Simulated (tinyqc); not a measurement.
Configuration-coordinate model of a defect: Huang-Rhys factor and luminescence line shape: one step, computed by the program tinyqc.

Ground state E_g(Q) = (1/2) omega_g^2 Q^2; excited state E_e(Q) = E_0 + (1/2) omega_e^2 (Q - dQ)^2 with omega_e = omega_g and E_0 = E_ZPL. Q is mass-weighted; the dipole does not depend on Q (Condon approximation).

Problem. Crossing, radiative lifetime and thermal quenching. The curves cross at the root Q_c nearest dQ; the barrier is (1/2) omega_e^2 (Q_c - dQ)^2, with (1/2) omega^2 = (hbar omega)^2/(2 hbar^2/u). k_r = n_r omega^3 mu^2/(3 pi eps_0 hbar c^3) at the vertical emission energy, without local-field correction; k_nr = nu_0 exp(-barrier/k_B T) (Mott-Seitz); yield = k_r/(k_r + k_nr); T_1/2 = barrier/(k_B ln(nu_0/k_r)).

Inputs (values chosen for the exercise, for a model defect):
```
quantity                          value              unit
zero-phonon energy E_ZPL           1.22                eV
displacement dQ                   0.764  u^(1/2) angstrom
ground-state phonon hbar omega_g   14.1               meV
temperature T                        20                 K
refractive index n_r               2.62                 -
transition dipole mu                2.2        e angstrom
quenching prefactor nu_0          4e+12               1/s
```

Modes: equal frequencies in both states.

vertical emission energy = 1.206120 eV

Constants: hbar^2/u = 4.18015928e-03 eV angstrom^2; hbar = 6.582119569e-16 eV s; e = 1.602176634e-19 C; eps_0 = 8.8541878128e-12 F/m; hbar = 1.054571817e-34 J s; c = 299792458 m/s; k_B = 8.617333262e-05 eV/K.

Give: Q_c; classical barrier; radiative lifetime; luminescence yield; quenching temperature T_1/2.

Solution.

Q_c = 33.96 u^(1/2) angstrom

classical barrier = 26.20 eV

radiative lifetime = 11.84 ns

luminescence yield = 1

quenching temperature T_1/2 = 28243 K

The barrier is so high that this route does not halve the yield below 1000 K. Caution: the curves cross far outside the range of the harmonic model, so the barrier and T_1/2 have no quantitative meaning.
